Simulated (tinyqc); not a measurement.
Thresholds of impact ionisation and Auger recombination from band masses: one step. Momenta at the CCCH threshold.

Constants: hbar^2/2m0 = 3.80998211 eV angstrom^2.

Parameters, chosen for this exercise (out of a larger set: near those of CdTe, gap at low temperature and not tied to T; not measured data):
```
symbol  value   unit  meaning
Eg      1.647   eV    gap at Gamma to the s-like level
me      0.0942  m0    electron mass at Gamma
mh      0.62    m0    heavy-hole mass
```

Question. At the threshold of the parabolic CCCH process the fast electron has E_T = Eg M/(M - me), M = 2 me + mh, and the slow carriers E_a = E_T - Eg together. It has k4 = sqrt(me E_T/c), c = hbar^2/2m0; the slow carriers share k4 in proportion to their masses. Give the wave vectors and kinetic energies, and check that they add up to E_a.

Give: k4; electron, electron, hole; their kinetic energies; sum.

Answer.

k4 = 0.21469 1/angstrom

electron, electron, hole (1/angstrom): [0.02502, 0.02502, 0.16466]

their kinetic energies (meV): [25.31, 25.31, 166.61]

sum = 217.23 meV

The hole carries 77 % of the momentum and of the energy of the slow carriers.

Run: tinyqc, `OMP_NUM_THREADS=1 python tinyqc.py 1881184 1881185 out.jsonl`; Intel(R) Xeon(R) Processor @ 2.30GHz, one thread, shared host; about 0.01 s of CPU time with all checks.
